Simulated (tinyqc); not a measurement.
Worked calculation (part 1 of 3): UHF in the 6-31g basis, for H4, spin multiplicity 3. This run ends on a higher stationary point, not on the lowest solution. Computed by tinyqc, a small Python program that keeps every step (integrals from PySCF). Settings: charge = 0, multiplicity = 3, basis = 6-31g, energy threshold = 1e-10, iteration cap = 55, orthogonalisation = symmetric, start = Wolfsberg-Helmholz matrix, DIIS depth = 0, method = UHF. Command: `OMP_NUM_THREADS=1 python tinyqc.py 28635 28636 out.jsonl` (the two numbers bound the seeds that draw the settings). One thread of a shared host (Intel(R) Xeon(R) Processor @ 2.60GHz), about 0.1 s of CPU time with the checks. Later iterations appear only in the table of the cycle.

## One-electron integrals

Geometry (angstrom):
```
atom       x       y       z
H     0.0000  0.0000  0.0000
H     0.0000  0.0000  1.4180
H     0.0000  0.0000  2.7960
H     0.0000  0.0000  4.2140
```

Basis 6-31g: exponents (1/bohr^2) and contraction coefficients of normalised primitives:
```
element  l (shell)  exponent  coefficient
H            s (1)   18.7311       0.0335
H            s (1)    2.8254       0.2347
H            s (1)    0.6401       0.8138
H            s (2)    0.1613       1.0000
```

Overlap, kinetic and nuclear-attraction integrals over the contracted functions; the nuclear repulsion is the sum of Za Zb / Rab.

nuclear repulsion = 1.634490 hartree

overlap S:
```
        1H 1s   1H 2s   2H 1s   2H 2s   3H 1s   3H 2s   4H 1s   4H 2s
1H 1s  1.0000  0.6583  0.0728  0.2564  0.0001  0.0171  0.0000  0.0002
1H 2s  0.6583  1.0000  0.2564  0.5604  0.0171  0.1053  0.0002  0.0060
2H 1s  0.0728  0.2564  1.0000  0.6583  0.0833  0.2702  0.0001  0.0171
2H 2s  0.2564  0.5604  0.6583  1.0000  0.2702  0.5788  0.0171  0.1053
3H 1s  0.0001  0.0171  0.0833  0.2702  1.0000  0.6583  0.0728  0.2564
3H 2s  0.0171  0.1053  0.2702  0.5788  0.6583  1.0000  0.2564  0.5604
4H 1s  0.0000  0.0002  0.0001  0.0171  0.0728  0.2564  1.0000  0.6583
4H 2s  0.0002  0.0060  0.0171  0.1053  0.2564  0.5604  0.6583  1.0000
```

kinetic energy T (hartree):
```
         1H 1s    1H 2s    2H 1s    2H 2s    3H 1s    3H 2s    4H 1s    4H 2s
1H 1s   1.3957   0.2597  -0.0490   0.0374  -0.0004  -0.0095   0.0000  -0.0003
1H 2s   0.2597   0.2419   0.0374   0.0832  -0.0095  -0.0128  -0.0003  -0.0035
2H 1s  -0.0490   0.0374   1.3957   0.2597  -0.0493   0.0431  -0.0004  -0.0095
2H 2s   0.0374   0.0832   0.2597   0.2419   0.0431   0.0890  -0.0095  -0.0128
3H 1s  -0.0004  -0.0095  -0.0493   0.0431   1.3957   0.2597  -0.0490   0.0374
3H 2s  -0.0095  -0.0128   0.0431   0.0890   0.2597   0.2419   0.0374   0.0832
4H 1s   0.0000  -0.0003  -0.0004  -0.0095  -0.0490   0.0374   1.3957   0.2597
4H 2s  -0.0003  -0.0035  -0.0095  -0.0128   0.0374   0.0832   0.2597   0.2419
```

nuclear attraction V (hartree):
```
         1H 1s    1H 2s    2H 1s    2H 2s    3H 1s    3H 2s    4H 1s    4H 2s
1H 1s  -2.3413  -1.1951  -0.1392  -0.4720  -0.0002  -0.0308   0.0000  -0.0003
1H 2s  -1.1951  -1.3172  -0.5110  -0.8273  -0.0333  -0.1642  -0.0003  -0.0095
2H 1s  -0.1392  -0.5110  -2.5997  -1.3650  -0.1708  -0.5510  -0.0002  -0.0333
2H 2s  -0.4720  -0.8273  -1.3650  -1.5616  -0.5510  -0.9165  -0.0308  -0.1642
3H 1s  -0.0002  -0.0333  -0.1708  -0.5510  -2.5997  -1.3650  -0.1392  -0.5110
3H 2s  -0.0308  -0.1642  -0.5510  -0.9165  -1.3650  -1.5616  -0.4720  -0.8273
4H 1s   0.0000  -0.0003  -0.0002  -0.0308  -0.1392  -0.4720  -2.3413  -1.1951
4H 2s  -0.0003  -0.0095  -0.0333  -0.1642  -0.5110  -0.8273  -1.1951  -1.3172
```

core Hamiltonian H = T + V (hartree):
```
         1H 1s    1H 2s    2H 1s    2H 2s    3H 1s    3H 2s    4H 1s    4H 2s
1H 1s  -0.9456  -0.9353  -0.1882  -0.4346  -0.0006  -0.0403   0.0000  -0.0006
1H 2s  -0.9353  -1.0752  -0.4737  -0.7440  -0.0428  -0.1770  -0.0006  -0.0130
2H 1s  -0.1882  -0.4737  -1.2040  -1.1053  -0.2201  -0.5080  -0.0006  -0.0428
2H 2s  -0.4346  -0.7440  -1.1053  -1.3197  -0.5080  -0.8275  -0.0403  -0.1770
3H 1s  -0.0006  -0.0428  -0.2201  -0.5080  -1.2040  -1.1053  -0.1882  -0.4737
3H 2s  -0.0403  -0.1770  -0.5080  -0.8275  -1.1053  -1.3197  -0.4346  -0.7440
4H 1s   0.0000  -0.0006  -0.0006  -0.0403  -0.1882  -0.4346  -0.9456  -0.9353
4H 2s  -0.0006  -0.0130  -0.0428  -0.1770  -0.4737  -0.7440  -0.9353  -1.0752
```

## Two-electron integrals

Functions are numbered as in S; the eight-fold symmetry (ij|kl) = (ji|kl) = (kl|ij) leaves the list below.

Two-electron integrals (ij|kl) in chemists' order, unique and non-zero (hartree):
```
(11|11) 1.0766     (21|11) 0.5785     (21|21) 0.3294     (22|11) 0.5874
(22|21) 0.3613     (22|22) 0.4532     (31|11) 0.0493     (31|21) 0.0299
(31|22) 0.0361     (31|31) 0.0048     (32|11) 0.1151     (32|21) 0.0740
(32|22) 0.1016     (32|31) 0.0135     (32|32) 0.0492     (33|11) 0.3728
(33|21) 0.2444     (33|22) 0.3549     (33|31) 0.0493     (33|32) 0.2135
(33|33) 1.0766     (41|11) 0.2135     (41|21) 0.1231     (41|22) 0.1377
(41|31) 0.0135     (41|32) 0.0343     (41|33) 0.1151     (41|41) 0.0492
(42|11) 0.2827     (42|21) 0.1770     (42|22) 0.2314     (42|31) 0.0234
(42|32) 0.0744     (42|33) 0.2827     (42|41) 0.0744     (42|42) 0.1423
(43|11) 0.2444     (43|21) 0.1595     (43|22) 0.2295     (43|31) 0.0299
(43|32) 0.1231     (43|33) 0.5785     (43|41) 0.0740     (43|42) 0.1770
(43|43) 0.3294     (44|11) 0.3549     (44|21) 0.2295     (44|22) 0.3254
(44|31) 0.0361     (44|32) 0.1377     (44|33) 0.5874     (44|41) 0.1016
(44|42) 0.2314     (44|43) 0.3613     (44|44) 0.4532     (51|11) 3.30e-05
(51|21) 2.16e-05   (51|22) 3.11e-05   (51|31) 4.24e-06   (51|32) 1.77e-05
(51|33) 8.49e-05   (51|41) 1.01e-05   (51|42) 2.44e-05   (51|43) 4.73e-05
(51|44) 5.00e-05   (51|51) 6.88e-09   (52|11) 0.0040     (52|21) 0.0026
(52|22) 0.0040     (52|31) 4.27e-04   (52|32) 0.0020     (52|33) 0.0097
(52|41) 0.0012     (52|42) 0.0031     (52|43) 0.0061     (52|44) 0.0077
(52|51) 8.21e-07   (52|52) 2.11e-04   (53|11) 0.0210     (53|21) 0.0138
(53|22) 0.0209     (53|31) 0.0023     (53|32) 0.0113     (53|33) 0.0575
(53|41) 0.0062     (53|42) 0.0167     (53|43) 0.0347     (53|44) 0.0417
(53|51) 4.79e-06   (53|52) 0.0011     (53|53) 0.0063     (54|11) 0.0563
(54|21) 0.0371     (54|22) 0.0563     (54|31) 0.0057     (54|32) 0.0261
(54|33) 0.1242     (54|41) 0.0161     (54|42) 0.0430     (54|43) 0.0797
(54|44) 0.1087     (54|51) 1.06e-05   (54|52) 0.0033     (54|53) 0.0164
(54|54) 0.0546     (55|11) 0.1893     (55|21) 0.1246     (55|22) 0.1892
(55|31) 0.0185     (55|32) 0.0826     (55|33) 0.3834     (55|41) 0.0536
(55|42) 0.1416     (55|43) 0.2511     (55|44) 0.3626     (55|51) 3.30e-05
(55|52) 0.0123     (55|53) 0.0575     (55|54) 0.2256     (55|55) 1.0766
(61|11) 0.0123     (61|21) 0.0073     (61|22) 0.0086     (61|31) 0.0010
(61|32) 0.0027     (61|33) 0.0094     (61|41) 0.0031     (61|42) 0.0052
(61|43) 0.0059     (61|44) 0.0076     (61|51) 8.21e-07   (61|52) 8.96e-05
(61|53) 4.83e-04   (61|54) 0.0012     (61|55) 0.0040     (61|61) 2.11e-04
(62|11) 0.0378     (62|21) 0.0244     (62|22) 0.0345     (62|31) 0.0038
(62|32) 0.0145     (62|33) 0.0618     (62|41) 0.0108     (62|42) 0.0245
(62|43) 0.0380     (62|44) 0.0477     (62|51) 5.26e-06   (62|52) 0.0008
(62|53) 0.0044     (62|54) 0.0113     (62|55) 0.0378     (62|61) 0.0008
(62|62) 0.0050     (63|11) 0.0854     (63|21) 0.0561     (63|22) 0.0829
(63|31) 0.0103     (63|32) 0.0458     (63|33) 0.2256     (63|41) 0.0257
(63|42) 0.0656     (63|43) 0.1300     (63|44) 0.1452     (63|51) 1.85e-05
(63|52) 0.0029     (63|53) 0.0164     (63|54) 0.0387     (63|55) 0.1242
(63|61) 0.0021     (63|62) 0.0152     (63|63) 0.0546     (64|11) 0.1449
(64|21) 0.0951     (64|22) 0.1419     (64|31) 0.0151     (64|32) 0.0646
(64|33) 0.2942     (64|41) 0.0419     (64|42) 0.1064     (64|43) 0.1841
(64|44) 0.2402     (64|51) 2.50e-05   (64|52) 0.0053     (64|53) 0.0276
(64|54) 0.0812     (64|55) 0.2942     (64|61) 0.0032     (64|62) 0.0252
(64|63) 0.0812     (64|64) 0.1518     (65|11) 0.1246     (65|21) 0.0820
(65|22) 0.1246     (65|31) 0.0122     (65|32) 0.0542     (65|33) 0.2511
(65|41) 0.0353     (65|42) 0.0929     (65|43) 0.1637     (65|44) 0.2341
(65|51) 2.16e-05   (65|52) 0.0073     (65|53) 0.0347     (65|54) 0.1300
(65|55) 0.5785     (65|61) 0.0026     (65|62) 0.0244     (65|63) 0.0797
(65|64) 0.1841     (65|65) 0.3294     (66|11) 0.1892     (66|21) 0.1246
(66|22) 0.1888     (66|31) 0.0184     (66|32) 0.0800     (66|33) 0.3626
(66|41) 0.0536     (66|42) 0.1385     (66|43) 0.2341     (66|44) 0.3306
(66|51) 3.11e-05   (66|52) 0.0086     (66|53) 0.0417     (66|54) 0.1452
(66|55) 0.5874     (66|61) 0.0040     (66|62) 0.0345     (66|63) 0.1087
(66|64) 0.2402     (66|65) 0.3613     (66|66) 0.4532     (72|11) 2.66e-05
(72|21) 1.75e-05   (72|22) 2.66e-05   (72|31) 2.46e-06   (72|32) 1.04e-05
(72|33) 4.59e-05   (72|41) 7.41e-06   (72|42) 1.89e-05   (72|43) 3.02e-05
(72|44) 4.53e-05   (72|52) 1.31e-06   (72|53) 5.85e-06   (72|54) 2.48e-05
(72|55) 1.16e-04   (72|61) 5.41e-07   (72|62) 4.73e-06   (72|63) 1.42e-05
(72|64) 3.67e-05   (72|65) 6.99e-05   (72|66) 8.41e-05   (72|72) 2.06e-08
(73|11) 1.64e-05   (73|21) 1.08e-05   (73|22) 1.64e-05   (73|31) 1.60e-06
(73|32) 7.13e-06   (73|33) 3.30e-05   (73|41) 4.65e-06   (73|42) 1.22e-05
(73|43) 2.16e-05   (73|44) 3.11e-05   (73|52) 1.02e-06   (73|53) 4.79e-06
(73|54) 1.85e-05   (73|55) 8.49e-05   (73|61) 3.47e-07   (73|62) 3.24e-06
(73|63) 1.06e-05   (73|64) 2.50e-05   (73|65) 4.73e-05   (73|66) 5.00e-05
(73|72) 9.88e-09   (73|73) 6.88e-09   (74|11) 0.0025     (74|21) 0.0016
(74|22) 0.0025     (74|31) 2.22e-04   (74|32) 0.0009     (74|33) 0.0040
(74|41) 0.0007     (74|42) 0.0017     (74|43) 0.0026     (74|44) 0.0040
(74|51) 3.47e-07   (74|52) 1.08e-04   (74|53) 4.83e-04   (74|54) 0.0021
(74|55) 0.0094     (74|61) 4.92e-05   (74|62) 4.16e-04   (74|63) 0.0012
(74|64) 0.0032     (74|65) 0.0059     (74|66) 0.0076     (74|72) 2.00e-06
(74|73) 8.21e-07   (74|74) 2.11e-04   (75|11) 0.0110     (75|21) 0.0072
(75|22) 0.0110     (75|31) 0.0010     (75|32) 0.0042     (75|33) 0.0185
(75|41) 0.0031     (75|42) 0.0077     (75|43) 0.0122     (75|44) 0.0184
(75|51) 1.60e-06   (75|52) 0.0005     (75|53) 0.0023     (75|54) 0.0103
(75|55) 0.0493     (75|61) 2.22e-04   (75|62) 0.0019     (75|63) 0.0057
(75|64) 0.0151     (75|65) 0.0299     (75|66) 0.0361     (75|72) 9.73e-06
(75|73) 4.24e-06   (75|74) 0.0010     (75|75) 0.0048     (76|11) 0.0344
(76|21) 0.0226     (76|22) 0.0344     (76|31) 0.0031     (76|32) 0.0125
(76|33) 0.0536     (76|41) 0.0094     (76|42) 0.0235     (76|43) 0.0353
(76|44) 0.0536     (76|51) 4.65e-06   (76|52) 0.0014     (76|53) 0.0062
(76|54) 0.0257     (76|55) 0.1151     (76|61) 0.0007     (76|62) 0.0056
(76|63) 0.0161     (76|64) 0.0419     (76|65) 0.0740     (76|66) 0.1016
(76|72) 2.74e-05   (76|73) 1.01e-05   (76|74) 0.0031     (76|75) 0.0135
(76|76) 0.0492     (77|11) 0.1256     (77|21) 0.0827     (77|22) 0.1256
(77|31) 0.0110     (77|32) 0.0443     (77|33) 0.1893     (77|41) 0.0344
(77|42) 0.0846     (77|43) 0.1246     (77|44) 0.1892     (77|51) 1.64e-05
(77|52) 0.0046     (77|53) 0.0210     (77|54) 0.0854     (77|55) 0.3728
(77|61) 0.0025     (77|62) 0.0198     (77|63) 0.0563     (77|64) 0.1449
(77|65) 0.2444     (77|66) 0.3549     (77|72) 9.86e-05   (77|73) 3.30e-05
(77|74) 0.0123     (77|75) 0.0493     (77|76) 0.2135     (77|77) 1.0766
(81|11) 9.86e-05   (81|21) 6.11e-05   (81|22) 7.74e-05   (81|31) 9.73e-06
(81|32) 3.01e-05   (81|33) 1.16e-04   (81|41) 2.74e-05   (81|42) 5.14e-05
(81|43) 6.99e-05   (81|44) 8.41e-05   (81|51) 9.88e-09   (81|52) 1.06e-06
(81|53) 5.85e-06   (81|54) 1.42e-05   (81|55) 4.59e-05   (81|61) 2.00e-06
(81|62) 8.90e-06   (81|63) 2.48e-05   (81|64) 3.67e-05   (81|65) 3.02e-05
(81|66) 4.53e-05   (81|72) 6.02e-09   (81|74) 5.41e-07   (81|75) 2.46e-06
(81|76) 7.41e-06   (81|77) 2.66e-05   (81|81) 2.06e-08   (82|11) 0.0015
(82|21) 0.0010     (82|22) 0.0015     (82|31) 1.57e-04   (82|32) 0.0007
(82|33) 0.0031     (82|41) 4.35e-04   (82|42) 0.0011     (82|43) 0.0019
(82|44) 0.0025     (82|51) 2.60e-07   (82|52) 5.54e-05   (82|53) 2.87e-04
(82|54) 0.0008     (82|55) 0.0031     (82|61) 3.31e-05   (82|62) 2.61e-04
(82|63) 0.0008     (82|64) 0.0016     (82|65) 0.0019     (82|66) 0.0025
(82|72) 3.81e-07   (82|73) 2.60e-07   (82|74) 3.31e-05   (82|75) 1.57e-04
(82|76) 4.35e-04   (82|77) 0.0015     (82|81) 3.81e-07   (82|82) 1.64e-05
(83|11) 0.0046     (83|21) 0.0030     (83|22) 0.0046     (83|31) 0.0005
(83|32) 0.0025     (83|33) 0.0123     (83|41) 0.0014     (83|42) 0.0036
(83|43) 0.0073     (83|44) 0.0086     (83|51) 1.02e-06   (83|52) 2.01e-04
(83|53) 0.0011     (83|54) 0.0029     (83|55) 0.0097     (83|61) 1.08e-04
(83|62) 0.0009     (83|63) 0.0033     (83|64) 0.0053     (83|65) 0.0061
(83|66) 0.0077     (83|72) 1.06e-06   (83|73) 8.21e-07   (83|74) 8.96e-05
(83|75) 4.27e-04   (83|76) 0.0012     (83|77) 0.0040     (83|81) 1.31e-06
(83|82) 5.54e-05   (83|83) 2.11e-04   (84|11) 0.0198     (84|21) 0.0130
(84|22) 0.0197     (84|31) 0.0019     (84|32) 0.0083     (84|33) 0.0378
(84|41) 0.0056     (84|42) 0.0145     (84|43) 0.0244     (84|44) 0.0345
(84|51) 3.24e-06   (84|52) 0.0009     (84|53) 0.0044     (84|54) 0.0152
(84|55) 0.0618     (84|61) 4.16e-04   (84|62) 0.0036     (84|63) 0.0113
(84|64) 0.0252     (84|65) 0.0380     (84|66) 0.0477     (84|72) 8.90e-06
(84|73) 5.26e-06   (84|74) 0.0008     (84|75) 0.0038     (84|76) 0.0108
(84|77) 0.0378     (84|81) 4.73e-06   (84|82) 2.61e-04   (84|83) 0.0008
(84|84) 0.0050     (85|11) 0.0443     (85|21) 0.0292     (85|22) 0.0443
(85|31) 0.0042     (85|32) 0.0183     (85|33) 0.0826     (85|41) 0.0125
(85|42) 0.0323     (85|43) 0.0542     (85|44) 0.0800     (85|51) 7.13e-06
(85|52) 0.0025     (85|53) 0.0113     (85|54) 0.0458     (85|55) 0.2135
(85|61) 0.0009     (85|62) 0.0083     (85|63) 0.0261     (85|64) 0.0646
(85|65) 0.1231     (85|66) 0.1377     (85|72) 3.01e-05   (85|73) 1.77e-05
(85|74) 0.0027     (85|75) 0.0135     (85|76) 0.0343     (85|77) 0.1151
(85|81) 1.04e-05   (85|82) 0.0007     (85|83) 0.0020     (85|84) 0.0145
(85|85) 0.0492     (86|11) 0.0846     (86|21) 0.0557     (86|22) 0.0846
(86|31) 0.0077     (86|32) 0.0323     (86|33) 0.1416     (86|41) 0.0235
(86|42) 0.0593     (86|43) 0.0929     (86|44) 0.1385     (86|51) 1.22e-05
(86|52) 0.0036     (86|53) 0.0167     (86|54) 0.0656     (86|55) 0.2827
(86|61) 0.0017     (86|62) 0.0145     (86|63) 0.0430     (86|64) 0.1064
(86|65) 0.1770     (86|66) 0.2314     (86|72) 5.14e-05   (86|73) 2.44e-05
(86|74) 0.0052     (86|75) 0.0234     (86|76) 0.0744     (86|77) 0.2827
(86|81) 1.89e-05   (86|82) 0.0011     (86|83) 0.0031     (86|84) 0.0245
(86|85) 0.0744     (86|86) 0.1423     (87|11) 0.0827     (87|21) 0.0544
(87|22) 0.0827     (87|31) 0.0072     (87|32) 0.0292     (87|33) 0.1246
(87|41) 0.0226     (87|42) 0.0557     (87|43) 0.0820     (87|44) 0.1246
(87|51) 1.08e-05   (87|52) 0.0030     (87|53) 0.0138     (87|54) 0.0561
(87|55) 0.2444     (87|61) 0.0016     (87|62) 0.0130     (87|63) 0.0371
(87|64) 0.0951     (87|65) 0.1595     (87|66) 0.2295     (87|72) 6.11e-05
(87|73) 2.16e-05   (87|74) 0.0073     (87|75) 0.0299     (87|76) 0.1231
(87|77) 0.5785     (87|81) 1.75e-05   (87|82) 0.0010     (87|83) 0.0026
(87|84) 0.0244     (87|85) 0.0740     (87|86) 0.1770     (87|87) 0.3294
(88|11) 0.1256     (88|21) 0.0827     (88|22) 0.1256     (88|31) 0.0110
(88|32) 0.0443     (88|33) 0.1892     (88|41) 0.0344     (88|42) 0.0846
(88|43) 0.1246     (88|44) 0.1888     (88|51) 1.64e-05   (88|52) 0.0046
(88|53) 0.0209     (88|54) 0.0829     (88|55) 0.3549     (88|61) 0.0025
(88|62) 0.0197     (88|63) 0.0563     (88|64) 0.1419     (88|65) 0.2295
(88|66) 0.3254     (88|72) 7.74e-05   (88|73) 3.11e-05   (88|74) 0.0086
(88|75) 0.0361     (88|76) 0.1377     (88|77) 0.5874     (88|81) 2.66e-05
(88|82) 0.0015     (88|83) 0.0040     (88|84) 0.0345     (88|85) 0.1016
(88|86) 0.2314     (88|87) 0.3613     (88|88) 0.4532
```

## Orthogonalisation

S = U s U^T; symmetric (Loewdin) form X = U s^(-1/2) U^T, so that X^T S X = 1.

eigenvalues of S: 0.0904  0.2356  0.3402  0.3868  0.9533  1.2892  1.9480  2.7565

X:
```
         1H 1s    1H 2s    2H 1s    2H 2s    3H 1s    3H 2s    4H 1s    4H 2s
1H 1s   1.2552  -0.5043   0.0228   0.0340  -0.0060   0.0026   0.0000  -0.0004
1H 2s  -0.5043   1.5084   0.0605  -0.5843  -0.0090   0.2235  -0.0004  -0.0696
2H 1s   0.0228   0.0605   1.2758  -0.5820   0.0159   0.0734  -0.0060  -0.0090
2H 2s   0.0340  -0.5843  -0.5820   1.9267   0.0734  -0.7613   0.0026   0.2235
3H 1s  -0.0060  -0.0090   0.0159   0.0734   1.2758  -0.5820   0.0228   0.0605
3H 2s   0.0026   0.2235   0.0734  -0.7613  -0.5820   1.9267   0.0340  -0.5843
4H 1s   0.0000  -0.0004  -0.0060   0.0026   0.0228   0.0340   1.2552  -0.5043
4H 2s  -0.0004  -0.0696  -0.0090   0.2235   0.0605  -0.5843  -0.5043   1.5084
```

## Starting guess

The start is the generalised Wolfsberg-Helmholz matrix (K = 1.75) built on H; D(s) = C_occ C_occ^T for each spin.

D(alpha) at the start:
```
         1H 1s    1H 2s    2H 1s    2H 2s    3H 1s    3H 2s    4H 1s    4H 2s
1H 1s   0.1923   0.1982  -0.0560   0.0112  -0.1506  -0.0725   0.1449   0.1064
1H 2s   0.1982   0.2338   0.0176   0.0856  -0.1658  -0.0767   0.1064   0.0557
2H 1s  -0.0560   0.0176   0.2088   0.1878   0.0198   0.0206  -0.1506  -0.1658
2H 2s   0.0112   0.0856   0.1878   0.2224   0.0206   0.0745  -0.0725  -0.0767
3H 1s  -0.1506  -0.1658   0.0198   0.0206   0.2088   0.1878  -0.0560   0.0176
3H 2s  -0.0725  -0.0767   0.0206   0.0745   0.1878   0.2224   0.0112   0.0856
4H 1s   0.1449   0.1064  -0.1506  -0.0725  -0.0560   0.0112   0.1923   0.1982
4H 2s   0.1064   0.0557  -0.1658  -0.0767   0.0176   0.0856   0.1982   0.2338
```

D(beta) at the start:
```
        1H 1s   1H 2s   2H 1s   2H 2s   3H 1s   3H 2s   4H 1s   4H 2s
1H 1s  0.0002  0.0012  0.0027  0.0047  0.0027  0.0047  0.0002  0.0012
1H 2s  0.0012  0.0092  0.0210  0.0361  0.0210  0.0361  0.0012  0.0092
2H 1s  0.0027  0.0210  0.0476  0.0820  0.0476  0.0820  0.0027  0.0210
2H 2s  0.0047  0.0361  0.0820  0.1411  0.0820  0.1411  0.0047  0.0361
3H 1s  0.0027  0.0210  0.0476  0.0820  0.0476  0.0820  0.0027  0.0210
3H 2s  0.0047  0.0361  0.0820  0.1411  0.0820  0.1411  0.0047  0.0361
4H 1s  0.0002  0.0012  0.0027  0.0047  0.0027  0.0047  0.0002  0.0012
4H 2s  0.0012  0.0092  0.0210  0.0361  0.0210  0.0361  0.0012  0.0092
```
